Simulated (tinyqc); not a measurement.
Surface photovoltage measurement of the minority-carrier diffusion length in a wafer: one step, computed by the program tinyqc.

Low injection, steady light, a depletion layer much thinner than 1/alpha and L. The excess density dn is taken at the front edge of the neutral region; light that reaches the back is lost.

Problem. One wavelength. alpha = (84.732/lambda - 76.417)^2 per cm with lambda in micrometre (an empirical fit for silicon between 0.7 and 1.05 micrometre). Thick wafer: dn = Phi L/((S_f + D/L)(L + 1/alpha)). Finite wafer, with s = S_b L/D, w = W/L, a = alpha L: dn = [Phi a/(a^2 - 1)] [a - B - exp(-alpha W)(a - s)/(cosh w + s sinh w)]/(S_f + B D/L), B = (sinh w + s cosh w)/(cosh w + s sinh w). Photovoltage V = (k_B T/e) ln(1 + dn/n_0). Lifetime = L^2/D.

Inputs (values chosen for the exercise, modelled on p-type silicon at room temperature):

| quantity | value | unit |
|---|---|---|
| diffusion length L | 19 | micrometre |
| wafer thickness W | 300 | micrometre |
| diffusivity D | 28.2 | cm^2/s |
| front recombination velocity S_f | 1800 | cm/s |
| back recombination velocity S_b | 69000 | cm/s |
| photon flux entering | 1.2e+12 | 1/(cm^2 s) |
| minority density at the surface barrier scale n_0 | 2.1e+09 | 1/cm^3 |
| temperature T | 298 | K |
| wavelength | 886 | nm |

Constants: k_B = 8.617333262e-05 eV/K.

Give: alpha; penetration depth 1/alpha; dn, thick wafer; B; dn, finite wafer; photovoltage V; lifetime.

Solution.

alpha = 369.31 1/cm

penetration depth 1/alpha = 27.078 micrometre

dn, thick wafer = 2.9733e+07 1/cm^3

B = 1

dn, finite wafer = 2.9733e+07 1/cm^3

photovoltage V = 0.36103 mV

lifetime = 0.12801 microsecond
